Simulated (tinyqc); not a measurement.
Joule-heated wire on a substrate, fin equation: two steps of the calculation.

A wire of length L loses heat along itself to two contacts and sideways to the substrate: kap A theta'' - g theta + p = 0 with theta = T - T0 and p = p0. Each end passes the heat flow theta/Rc to its contact. Constant conductivity, diffusive heat flow.

Inputs (values chosen for the exercise):
```
symbol,value,unit,meaning
T0,300,K,temperature of substrate and contacts
kap,31,W/(m K),conductivity along the wire
A,400,nm^2,cross-section
g,0.26,W/(m K),conductance per length to the substrate
L,490,nm,length between the contacts
Rc,7.6,K/uW,thermal resistance of each contact
p0,0.035,uW/nm,heating per length
```

Task 1. The tridiagonal system. Nodes x_i = i h, h = L/10; box widths w_i = h (h/2 at the ends); c = kap A/h; equation of node i: -c theta_(i-1) + d_i theta_i - c theta_(i+1) = b_i with d_i = 2 c + g w_i, b_i = p(x_i) w_i; at the end nodes d = c + g h/2 + 1/Rc and the missing neighbour is dropped.

Find: c; d; b.

Result 1.

c = 0.25306 uW/K

```
node,d (uW/K),b (uW)
0,0.39101,0.85750
1,0.51886,1.7150
2,0.51886,1.7150
3,0.51886,1.7150
4,0.51886,1.7150
5,0.51886,1.7150
6,0.51886,1.7150
7,0.51886,1.7150
8,0.51886,1.7150
9,0.51886,1.7150
10,0.39101,0.85750
```

Task 2. Temperature rise. Solve -c theta_(i-1) + d_i theta_i - c theta_(i+1) = b_i for nodes 0 to 10.

c = 0.25306122 uW/K

```
node,d (uW/K),b (uW)
0,0.39101017,0.8575
1,0.51886245,1.715
2,0.51886245,1.715
3,0.51886245,1.715
4,0.51886245,1.715
5,0.51886245,1.715
6,0.51886245,1.715
7,0.51886245,1.715
8,0.51886245,1.715
9,0.51886245,1.715
10,0.39101017,0.8575
```

Wanted: theta.

Result 2.

```
node,theta (K)
0,34.94
1,50.61
2,62.04
3,69.81
4,74.33
5,75.81
6,74.33
7,69.81
8,62.04
9,50.61
10,34.94
```

tinyqc, about 0.01 s, one thread, Intel Xeon 2.30GHz (shared host): `OMP_NUM_THREADS=1 python tinyqc.py 2520104 2520105 out.jsonl`
